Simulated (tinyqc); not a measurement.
Ion-assisted plasma etching: sheath, surface coverage, synergy and aspect-ratio dependence: one step, computed by the program tinyqc. Command: `OMP_NUM_THREADS=1 python tinyqc.py 3007557 3007558 out.jsonl etch walk`. One thread of a shared host (Intel(R) Xeon(R) Processor @ 2.30GHz), about 0.04 s of CPU time with the checks.

Radicals adsorb on bare sites; ions remove covered sites with a high yield and bare sites by sputtering; a slow spontaneous reaction acts everywhere, walls included.

Problem. Rate at the floor of the feature. Transmission of a long trench, rough form: K = (1 + ln(1 + A))/(1 + A + ln(1 + A)), walls that scatter diffusely without loss. With a loss probability S = s (1 - theta) at the floor, G_b/G_n = K/(K + S - K S); theta follows G_b, and the two are solved together. Ions are taken to reach the floor unshadowed; G_b replaces G_n in every term of the rate; A is depth over width. Steady coverage: s G_n (1 - theta) = x Y G_i theta; removal flux = Y G_i theta + Y_p G_i (1 - theta) + k_c G_n; rate = flux/N, 1 cm/s = 6e8 nm/min.

Inputs (values chosen for the exercise, close to those used for silicon in a halogen plasma): gas temperature T_g = 350 K; sticking coefficient s = 0.16; radicals per removed unit x = 2; spontaneous reaction probability k_c = 1.2e-05; solid density N = 5e+22 1/cm^3; aspect ratio A = 1.3.

Feature: long trench.

yield Y = 2.759061

sputter yield Y_p = 0.3985097

ion flux G_i = 2.170338e+15 1/(cm^2 s)

radical flux G_n = 7.608800e+17 1/(cm^2 s)

vertical rate = 66.46048 nm/min

Give: transmission K; G_b/G_n; coverage at the floor; rate at the floor; floor rate over open-field rate.

Solution.

transmission K = 0.5851

G_b/G_n = 0.9898

coverage at the floor = 0.9096

rate at the floor = 66.41 nm/min

floor rate over open-field rate = 0.9992

The lag is 0.079 %. Caution: a sheath of several millimetres is collisional at usual pressures, which lowers the ion energy and widens the angles. Caution: the trench transmission is an interpolation between the limits 1 and ln(A)/A, good to tens of per cent.
